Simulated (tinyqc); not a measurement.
Area and perimeter leakage from two diodes.

Problem. A square diode and a finger diode leak I = JA area + JP perimeter. Find JA, JP and the side of the square at which both parts are equal.

areas (um^2): 10000  158000
perimeters (um): 400  63990
leakage currents (pA): 0.71  97.723000

Answer. Two linear equations give JA and JP; for a square of side a, JA a^2 = 4 JP a at a = 4 JP/JA.

JA = 1.10e-9 A/cm^2
JP = 1.50e-11 A/cm
side for equal parts = 545 um

tinyqc, about 0.01 s, one thread, Intel Xeon 2.30GHz (shared host): `OMP_NUM_THREADS=1 python tinyqc.py 2290003 2290004 out.jsonl`
